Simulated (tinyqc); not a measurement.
Kronig-Penney superlattice by transfer matrices, step by step. Values are carried at full precision from step to step, so a last printed digit may differ when a step is redone from the rounded ones.

Wells (width a, potential 0, mass mw) alternate with barriers (width b, height V0, mass mb); period d = a + b; c = hbar^2/2m0. The vector (psi, psi'/m) is continuous, and a layer of thickness t carries it by M = [[cos kt, (m/k) sin kt], [-(k/m) sin kt, cos kt]] with k = sqrt(m (E - V)/c); for E < V, k = i kappa gives [[cosh, (m/kappa) sinh], [(kappa/m) sinh, cosh]] of kappa t. A Bloch state obeys cos(q d) = tr(Mb Mw)/2.

Constants: hbar^2/2m0 = 3.80998211 eV angstrom^2; hbar = 6.58211957e-16 eV s.

Inputs chosen for the exercise (near those of an InGaAs superlattice with barriers of InAlAs; the results hold for these values, not for the real material):
- a = 72 angstrom (well width)
- b = 35 angstrom (barrier width)
- V0 = 0.533 eV (barrier height)
- mw = 0.0406 m0 (mass in the wells)
- mb = 0.0773 m0 (mass in the barriers)
- E = 0.3083 eV (trial energy)
- F = 10 kV/cm (field along the axis)

## Layer matrices at one energy

Form the matrix of the well and of the barrier at E.

k in the well = 0.05732 1/angstrom
kappa in the barrier = 0.06752 1/angstrom

Mw (angstrom units):
```
          1         2
1  -0.55263  -0.59034
2    1.1766  -0.55263
```

Mb (angstrom units):
```
        1       2
1  5.3594  6.0280
2  4.5991  5.3594
```

## The matrix of one period

Multiply M = Mb Mw and take half the trace. If its size is at most 1, E lies in a miniband and q d = arccos(tr M/2); otherwise the state decays by exp(-arccosh|tr M/2|) a period.

M:
```
        1        2
1  4.1308  -6.4952
2  3.7643  -5.6769
```

tr M/2 = -0.7730
q d in a band, or the decay exponent in a gap = 2.454

E lies in a miniband; det M = 1.0000, as for any such product.

## Miniband edges

The edges are the energies where tr M/2 = +1 (q = 0) or -1 (q = pi/d); the first three minibands.

Minibands:

| band | bottom (eV) | top (eV) | width (meV) |
|---|---|---|---|
| 1 | 0.0764 | 0.0825 | 6.2 |
| 2 | 0.3047 | 0.3408 | 36.1 |
| 3 | 0.6154 | 0.7797 | 164.4 |

2 minibands of these lie wholly below V0. The first gap is 222.2 meV wide; the single well of width a has E1 = 0.0794 eV, inside the first miniband.

## Dispersion along the axis

Solve tr M/2 = cos(q d) inside each miniband at q d/pi = 0, 1/6, ..., 1. The cosine form is E_bottom + (W/2)(1 - cos q d) with the true width W.

Energies (eV):

| q d/pi | band 1 | cosine form | band 2 |
|---|---|---|---|
| 0.000 | 0.0764 | 0.0764 | 0.3408 |
| 0.167 | 0.0768 | 0.0768 | 0.3380 |
| 0.333 | 0.0778 | 0.0779 | 0.3306 |
| 0.500 | 0.0794 | 0.0795 | 0.3214 |
| 0.667 | 0.0809 | 0.0810 | 0.3128 |
| 0.833 | 0.0821 | 0.0821 | 0.3068 |
| 1.000 | 0.0825 | 0.0825 | 0.3047 |

The cosine form, which holds for hopping between neighbouring wells alone, misses band 1 by at most 0.1 meV, 2 % of its width.

## Mass along the axis

With f(E) = tr M/2, 1 - (q d)^2/2 = 1 + f'(E_bottom)(E - E_bottom) gives m_z = -2 c f'/d^2 (f' by a central difference of 1e-6 eV at the bottom of band 1). The cosine form gives 4 c/(W d^2), W the width of band 1 between tr M/2 = +1 and -1.

f' = -346.3 1/eV
m_z = 0.2305 m0
m_z of the cosine form = 0.2162 m0
W = 6.16 meV

The mass along the axis is 5.68 times mw.

## In a field along the axis

One-band picture: ladder spacing e F d, Bloch frequency e F d/(2 pi hbar), and extent W/(e F) of a Stark state, with W the width of band 1; 1 kV/cm = 1e-5 V/angstrom.

e F d = 10.700 meV
Bloch frequency = 2.587 THz
W/(e F d) = 0.58 periods

The state is confined to about one period: the miniband has broken into a ladder of single-well levels.

## Checks

- Bottom of band 1 from 121 plane waves (the mass step taken by inverting the matrix of m) against the transfer matrix, eV: both 0.0764.

Computed by tinyqc, a small Python program: `OMP_NUM_THREADS=1 python tinyqc.py 1251277 1251278 out.jsonl` (the numbers bound the seed that draws the inputs); one thread of a shared host (Intel(R) Xeon(R) Processor @ 2.30GHz), about 0.2 s for the whole set of steps.
